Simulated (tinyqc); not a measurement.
# Reduced doping and fringe capacitance from two biases

Inverse problem. C = eps0 eps_r hr/W + Cf with W = sqrt(2 eps0 eps_r (Vb + V)/(q Nr)), 1/Nr = 1/Na + 1/Nd. Find Cf, W at zero bias and Nr.

Parameters, values chosen for the exercise; values close to those of silicon near 1550 nm:
```
symbol,value,unit,meaning
eps_r,11.7,,relative permittivity of the semiconductor
Vb,0.97,V,built-in voltage
hr,220,nm,rib height
```

Constants: q = 1.602176634e-19 C, eps0 = 8.8541878128e-14 F/cm where lengths are in cm. Results are converted to the units shown.

C at V = 0 and 3 V (pF/m): [453.87528, 241.03865]

Answer. C is linear in (Vb + V)^(-1/2); the intercept is Cf.

Cf = 33.00 pF/m
W(0) = 54.15 nm
Nr = 4.278e17 cm^-3

tinyqc, about 0.01 s, one thread, Intel Xeon 2.30GHz (shared host): `OMP_NUM_THREADS=1 python tinyqc.py 2650037 2650038 out.jsonl`
